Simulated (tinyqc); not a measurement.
Kinetic against equilibrium segregation over temperature: surface segregation during layer-by-layer epitaxy: two-layer exchange kinetics and the shape of quantum wells and delta layers. Computed by tinyqc, a small Python program. Command: `OMP_NUM_THREADS=1 python tinyqc.py 3023686 3023687 out.jsonl mbeseg walk`. One thread of a shared host (Intel(R) Xeon(R) Processor @ 2.30GHz), about 0.01 s of CPU time with the checks.

Atoms A and B exchange only between the growing layer and the one below it. B is supplied for N layers, then pure A follows.

Inputs (values chosen for the exercise, close to those used for phosphorus in silicon): barrier E1 for B to move up = 1.76 eV; segregation energy E_s = 0.48 eV; attempt frequency nu = 10 THz; growth rate G = 0.12 layers/s; share x0 of B in the flux during the well = 0.14; layers in the well N = 2; layer thickness = 1.36 angstrom; temperature T = 360 C.

Constants: k_B = 8.617333262e-05 eV/K.

Method:
- p1 = nu exp(-E1/(k_B T)) (B up, A down), p2 = nu exp(-(E1 + E_s)/(k_B T)) (B down); time per layer tau = 1/G; K = p1/p2.
- Temperatures in kelvin are T(C) + 273.15.
- Each layer is deposited complete with B share x_dep and then exchanges for the time tau = 1/G with the layer below, whose share is b (total c = s + b fixed): ds/dt = p1 b (1 - s) - p2 s (1 - b), s(0) = x_dep. With the roots s1 < s2 of the right side, (s - s1)/(s - s2) = [(s(0) - s1)/(s(0) - s2)] exp(-(p1 - p2)(s2 - s1) tau). The lower layer is then buried with c - s, and s becomes the b of the next layer.
- In the dilute tail each layer passes up the share R = R_eq (1 - exp(-(p1 + p2) tau)); decay length = -layer thickness/ln R.
- R_eq = K/(1 + K).

Segregation:
```
T (C)      p1 tau     R_eq           R  decay length (angstrom)  peak share
240    4.3192e-04  0.99998  4.3183e-04               1.7554e-01  1.3999e-01
280    7.6801e-03  0.99996  7.6507e-03               2.7909e-01  1.3984e-01
320    9.2628e-02  0.99992  8.8467e-02               5.6080e-01  1.3741e-01
360    8.1561e-01  0.99985  5.5760e-01               2.3283e+00  9.7088e-02
400    5.5456e+00  0.99975  9.9585e-01               3.2681e+02  3.7592e-03
440    3.0411e+01  0.99959  9.9959e-01               3.3555e+03  1.5745e-04
480    1.3919e+02  0.99939  9.9939e-01               2.2164e+03  2.3825e-04
520    5.4645e+02  0.99911  9.9911e-01               1.5266e+03  3.4565e-04
```

The decay length peaks at 440 C among these rows: below, exchange is too slow; above, equilibrium rules and K = exp(E_s/(k_B T)) falls. p1 tau passes 1 between 360 and 400 C, below which sharp interfaces can be grown. Caution: decay lengths below one layer thickness are only formal.

Extremes, crossings and ranges named in words are read from the listed rows.
